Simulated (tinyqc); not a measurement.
Inside a calculation. Model: spin coating of a resist or spin-on film: centrifugal thinning, evaporation and the final thickness (Emslie and Meyerhofer models). Computed by tinyqc, a small Python program that keeps every step. Command: `OMP_NUM_THREADS=1 python tinyqc.py 3113730 3113731 out.jsonl spincoat walk`. One thread of a shared host (Intel(R) Xeon(R) Processor @ 2.30GHz), about 0.08 s of CPU time with the checks. Intermediate numbers are printed to about 6 digits and carried at full precision; extremes and crossings named in words are read from the listed rows.

A Newtonian film stays uniform over the wafer; solvent and solids have the same density and the concentration is uniform through the thickness.

Inputs (values chosen for the exercise, of the order of those of a polymer resist in an ester solvent):
```
quantity                                 value          unit
solids volume fraction c0                 0.11             -
kinematic viscosity of the solvent nu_s    1.2        mm^2/s
viscosity constant k                       340        mm^2/s
viscosity exponent gamma                     3             -
spin speed f                              6000           rpm
evaporation rate at 1000 rpm e0           0.47  micrometre/s
starting thickness h0                      200    micrometre
time t                                     4.4             s
wafer radius R                              50            mm
shrinkage in the bake                      8.6             %
```

## Rates

omega = 2 pi f/60; nu(c) = nu_s + k c^gamma; evaporation rate e = e0 sqrt(f/1000 rpm). Flow constant K = 2 omega^2/(3 nu(c0)); Reynolds number of the air omega R^2/nu_air with nu_air = 15 mm^2/s.

omega = 628.319 1/s

nu(c0) = 1.65254 mm^2/s

evaporation rate e = 1.15126 micrometre/s

flow constant K = 0.159264 1/(micrometre^2 s)

Reynolds number of the air = 104720

## Thinning without evaporation

dh/dt = -K h^3 gives h = h0/sqrt(1 + 2 K h0^2 t); for long times h = 1/sqrt(2 K t).

h(t) without evaporation = 0.844688 micrometre

long-time form = 0.844696 micrometre

time 1/(2 K h0^2) = 7.84862e-05 s

The long-time form is within 8.9e-4 %: the starting thickness is forgotten.

## The two-stage estimate

Meyerhofer estimate: flow rules until (1 - c0) K h^3 = e, then evaporation alone: h_w = (e/((1 - c0) K))^(1/3), dry film c0 h_w.

wet thickness h_w = 2.01012 micrometre

dry film, estimate = 221.113 nm

drying time (1 - c0) h_w/e = 1.55396 s

## First explicit step of the full model

Solids s and liquid l per area start at s = c0 h0, l = (1 - c0) h0. With h = h0 and c = c0: Q = K h^3, K = 2 omega^2/(3 nu); one Euler step of length dt = 0.01 h0/Q for s and l, ds/dt = -c Q, dl/dt = -(1 - c) Q - e.

Q = 1.27411e+06 micrometre/s

dt = 1.56972e-06 s

s = 21.78 micrometre

l = 176.220 micrometre

Q/e at the start = 1.10671e+06

## The full model

Full model for solids s and liquid l per area, h = s + l, c = s/h: ds/dt = -c Q, dl/dt = -(1 - c) Q - e, Q = 2 omega^2 h^3/(3 nu(c)); integrated adaptively (relative tolerance 1e-9) until l = 0. Dry film = s at l = 0, before the bake; film after the bake = s x (1 - shrinkage).

time to dry = 1.96015 s

dry film = 239.032 nm

film after the bake = 218.475 nm

## Course in time

Times are fractions of the time to dry.

History:
```
fraction    t (s)  h (micrometre)         c  nu (mm^2/s)          Q/e   s (nm)
0.003     0.00588         22.9511  0.110022       1.6528  1.67219e+03  2525.13
0.010     0.01960         12.6237  0.110132       1.6542  2.78021e+02  1390.27
0.030     0.05880          7.2821  0.110684       1.6610  5.31480e+01   806.01
0.100     0.19602          3.9350  0.114252       1.7071  8.15979e+00   449.58
0.200     0.39203          2.6945  0.122662       1.8275  2.44734e+00   330.52
0.350     0.68605          1.8919  0.142832       2.1907  7.06683e-01   270.23
0.500     0.98008          1.4129  0.175861       3.0492  2.11461e-01   248.47
0.700     1.37211          0.9194  0.261110       7.2527  2.44959e-02   240.06
0.900     1.76414          0.4647  0.514388      47.4756  4.83307e-04   239.05
```

Q/e drops below 1 between t = 0.39 and 0.69 s, when c has risen from 0.11 to about 0.143; after that row the solids fall by a further 12 %. The full model gives 1.08 times the two-stage estimate.

## Spin curve

The formulas are those given above.

Dry film against speed:
```
f (rpm)  full model (nm)  estimate (nm)  time to dry (s)
500              828.017        765.959          23.5114
1000             585.503        541.615          11.7586
1500             478.063        442.227           7.8397
2000             414.015        382.980           5.8800
3000             338.042        312.702           3.9202
4000             292.753        270.807           2.9402
6000             239.032        221.113           1.9602
```

The full thickness goes as f^-0.500; the estimate as (e/omega^2)^(1/3) = f^(-1/2). The time to dry goes as f^-1.00. A thickness window of 1 % allows a speed error of about 2 %.

Checks made by the program: constant-viscosity run against c0 h0 exp(-int K h^2 dt) (relative difference 1e-05).
